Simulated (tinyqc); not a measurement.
Van der Pauw, Hall and four-point-probe measurements on a doped layer: two steps of the calculation.

A uniform n-type layer with sheet resistance Rs = 1/(q ns mu), point contacts, low field (mu B small).

Parameters, values chosen for the exercise: sheet density of the layer ns = 2.4e12 cm^-2; drift mobility mu = 300 cm^2/(V s); Hall factor rH = 0.8; magnetic field B = 1 T; current I = 500 uA; side ratio a/b of a rectangular sample with corner contacts ar = 1.1.

Constants: q = 1.602176634e-19 C. Results are converted to the units shown.

Question 1. Resistances and Hall voltage. Rs = 1/(q ns mu). For a rectangle with contacts at the corners, RA = (8 Rs/pi) sum_(k>=0) ln coth((2k + 1) pi a/(2 b)) with current along a short side b and voltage along the opposite one, RB the same with a and b exchanged; Hall voltage VH = rH B I/(q ns), negative for electrons.

Wanted: Rs; RA; RB; VH.

Answer 1.

Rs = 8668.8 ohm/square
RA = 1395.4 ohm
RB = 2549.8 ohm
VH = -104.03 mV

RB/RA = 1.83; for a square both equal Rs ln 2/pi = 1910 ohm.

Question 2. New z. The van der Pauw equation exp(-pi RA z) + exp(-pi RB z) = 1 is solved for z = 1/Rs: e1 = exp(-pi RA z), e2 = exp(-pi RB z), f = e1 + e2 - 1, f' = -pi (RA e1 + RB e2), z(new) = z - f/f'.

z at the start = 0.11185177 mS
RA = 1395.3728 ohm
RB = 2549.7699 ohm

Give: e1; e2; f; f'; z after iteration 1.

Answer 2.

e1 = 0.61243
e2 = 0.40821
f = 0.020639
f' = -5.9546 kohm
z after iteration 1 = 0.11532 mS

Computed by the program tinyqc: `OMP_NUM_THREADS=1 python tinyqc.py 2850225 2850226 out.jsonl`, one thread of a shared Intel Xeon 2.30GHz, about 0.01 s for the whole run.
